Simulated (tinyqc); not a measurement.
# Off-state leakage of single and stacked transistors: subthreshold current against the height of the stack

n-channel devices of unit width. Subthreshold current I(Vg, Vs, Vd) = I0 (T/300 K)^0.5 exp[(Vg - Vs - VT(T) - gb (Vs - Vb) + dd (Vd - Vs))/(nf Vt)] (1 - exp(-(Vd - Vs)/Vt)), VT(T) = VT - cT (T - 300 K). Gate-edge tunnelling Ig (Vd/1 V) exp(ag (Vd - 1 V)), for a gate at 0 V, and band-to-band leakage Ab u exp(-Bb/u), u = Vd - Vb + 1 V, flow at a drain held at V; both are taken as independent of T. In a stack of off transistors (all gates at 0 V) the same subthreshold current passes through each.

All n gates at 0 V, bottom source at 0 V, top drain at V; node voltages follow from equal currents.

Values chosen for this exercise; values of the order met in bulk silicon logic transistors:

| symbol | value | unit | meaning |
|---|---|---|---|
| T | 300 | K | temperature |
| V | 1 | V | supply voltage |
| VT | 0.33 | V | threshold at 300 K, zero drain and body bias |
| cT | 0.6 | mV/K | fall of the threshold with temperature |
| I0 | 0.38 | uA/um | current at threshold at 300 K |
| nf | 1.18 |  | slope factor |
| dd | 0.12 |  | drain-induced lowering per volt |
| gb | 0.14 |  | rise of the threshold per volt of source-body bias |
| Vb | 0 | V | body voltage |

Constants: q = 1.602176634e-19 C, kB = 1.380649e-23 J/K, Vt = kB T/q. Results are converted to the units shown.

Subthreshold current against the height of the stack:
columns A: n; B: I (nA/um); C: reduction factor; D: drain voltage of the bottom device (mV); E: source voltage of the top device (mV); F: voltage across the top device (V)
```
A          B       C       D       E        F
1    0.38912  1.0000  1000.0       0   1.0000
2   0.010392  37.446  87.712  87.712  0.91229
3  0.0046458  83.758  21.286  107.20  0.89280
4  0.0029611  131.41  11.983  118.11  0.88189
5  0.0021667  179.59  8.3263  125.67  0.87433
6  0.0017063  228.05  6.3741  131.45  0.86855
```

Read the table: what changes, and by how much?

The second transistor cuts the current by a factor of 37.4, the third by a further 2.24 and the sixth by 1.27. The top device keeps 86.9 % of the supply at n = 6, while the drain voltage of the bottom one falls to 0.247 Vt.

Program tinyqc, `OMP_NUM_THREADS=1 python tinyqc.py 2242074 2242075 out.jsonl`; Intel Xeon 2.30GHz, shared host, one thread, about 0.03 s.
